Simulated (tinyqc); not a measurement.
# Hexagonal on-chip spiral inductor, lumped pi model, step by step

tinyqc, about 0.01 s, one thread, Intel Xeon 2.30GHz (shared host): `OMP_NUM_THREADS=1 python tinyqc.py 2302098 2302099 out.jsonl` Printed values are rounded.

Outer diameter do = di + 2 n wd + 2 (n - 1) sp, mean da = (do + di)/2, fill p = (do - di)/(do + di), length l = 3.464 n da. L = 2.33 mu0 n^2 da/(1 + 3.82 p), mu0 = 4 pi 1e-7 H/m. Rs = rho l/(wd delta (1 - exp(-th/delta))), delta = sqrt(rho/(pi f mu0)). Cs = n wd^2 eps0 eo/hu across the coil. At each end Cox = l wd eps0 eo/(2 ho) leads to the substrate branch Rsi = 2 rs he/(l wd) in parallel with Csi = l wd eps0 11.7/(2 he). With one end grounded Y = 1/(Rs + i w L) + i w Cs + 1/[1/(i w Cox) + 1/(1/Rsi + i w Csi)], w = 2 pi f; Q = -Im Y/Re Y. Eddy currents in neighbouring turns and in the substrate are left out.

Parameters, values chosen for the exercise; values of the order met in silicon radio-frequency processes: number of turns n = 2.5; line width wd = 15 um; space between turns sp = 1.5 um; inner diameter di = 80 um; metal thickness th = 3 um; metal resistivity rho = 3 uohm cm; oxide below the coil ho = 4.9 um; oxide between coil and underpass hu = 0.6 um; relative permittivity of the oxide eo = 3.9; substrate resistivity rs = 10 ohm cm; effective spreading depth in the substrate he = 80 um; frequency f = 1.6 GHz.

Constants: eps0 = 8.8541878128e-12 F/m. Results are converted to the units shown.

## Geometry and model elements

do, l, L, delta, Rs, Cs, Cox, Rsi and Csi as defined.

do = 159.5 um
l = 1037.035 um
L = 0.9662179 nH
delta = 2.179319 um
Rs = 1.273085 ohm
Cs = 32.37312 fF
Cox = 54.81153 fF
Rsi = 1028.573 ohm
Csi = 10.07162 fF

Rs is 1.84 times the direct-current value in this empirical form, which overstates the skin effect of a flat slab when delta is near th and so stands in for some current crowding.

## Admittance, quality factor and apparent inductance

Series branch 1/(Rs + i w L), substrate branch, total Y, Q = -Im Y/Re Y, apparent inductance Im(1/Y)/w, metal-only value w L/Rs, share of the loss in the substrate Re(substrate branch)/Re Y.

series branch = 13.2651-101.2111i mS
substrate branch = 0.2153640+0.4065348i mS
Y = 13.4805-100.4791i mS
Q = 7.453684
apparent inductance = 0.9724711 nH
w L/Rs = 7.629879
share of the loss in the substrate = 1.597601 %

Q is 97.7 % of the metal-only value.
